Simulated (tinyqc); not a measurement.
What moves the distortion: Peierls distortion of a half-filled chain.

Atoms move by +/- u, so bonds change by -/+ 2u and hoppings are t +/- 2 al u. Bands E = -/+ sqrt((2 t cos x)^2 + D^2 sin^2 x) with D = 4 al u, x = k a in (0, pi/2); the gap is 2D. Energy per atom at zero temperature: E(u) = -mean_x sqrt(...) + 2 K u^2; exactly, the mean is (4t/pi) E(1 - z^2), z = D/2t, E the complete elliptic integral of the second kind with parameter m. Coupling lambda = 2 al^2/(pi t K).

Parameters, chosen for this exercise:
- t = 2.26 eV (hopping of the even chain)
- al = 6.4 eV/angstrom (change of hopping with bond length)
- K = 61.4 eV/angstrom^2 (spring constant of a bond)

Exact means.

One parameter was then changed.

Results before and after:
```
case     lambda  u0 (angstrom)  gap (eV)  E(u0) - E(0) (meV)
base     0.1879         0.0185     0.948               -7.77
changed  0.1790         0.0161     0.827               -5.93
```

Which of these changes was made? (a) t = 2.373 eV; (b) al = 6.72 eV/angstrom; (c) K = 64.47 eV/angstrom^2.
Answer: (c) K = 64.47 eV/angstrom^2. Of the candidates, run in turn, only this one gives the changed row.

All candidates:
```
case                     lambda  u0 (angstrom)  gap (eV)  E(u0) - E(0) (meV)
base                     0.1879         0.0185     0.948               -7.77
t = 2.373 eV             0.1790         0.0170     0.868               -6.23
al = 6.72 eV/angstrom    0.2072         0.0228     1.225              -12.88
K = 64.47 eV/angstrom^2  0.1790         0.0161     0.827               -5.93
```

Run: tinyqc, `OMP_NUM_THREADS=1 python tinyqc.py 1680020 1680021 out.jsonl`; Intel(R) Xeon(R) Processor @ 2.30GHz, one thread, shared host; about 0.07 s of CPU time with all checks.
